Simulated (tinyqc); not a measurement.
From results back to parameters: Koster-Slater impurity in an sp3s* host.

Problem. In the Koster-Slater model a defect shifts the s level of its site by Vs and the p levels by Vp; an A1 level solves 1/Vs = G_s(E) and a T2 level 1/Vp = G_p(E), E from the top of the valence band. A defect has an A1 level at E = 0.5236 eV, one of the energies of the table, and a T2 level at 0.8726 eV.

G(E) of the host (1/eV):
```
E (eV)         G_s         G_p
0.0000  -0.0866066   0.0034125
0.1745  -0.1025998  -0.0370525
0.3491  -0.1201207  -0.0641170
0.5236  -0.1398501  -0.0875654
0.6981  -0.1626472  -0.1099050
0.8726  -0.1897229  -0.1326174
1.0472  -0.2229258  -0.1570411
1.2217  -0.2653190  -0.1848112
1.3962  -0.3225564  -0.2184298
```

Find: Vs, Vp.

Solution. Read G_s and G_p at the two energies and invert them. Vs is attractive and pulls its level down from the conduction bands. Vp is attractive and pulls its level down from the conduction bands.

Vs, Vp (eV): -7.2  -7.5

Computed by tinyqc, a small Python program: `OMP_NUM_THREADS=1 python tinyqc.py 1481546 1481547 out.jsonl` (the numbers bound the seed that draws the inputs); one thread of a shared host (Intel(R) Xeon(R) Processor @ 2.30GHz), about 0.02 s for the whole set of steps.
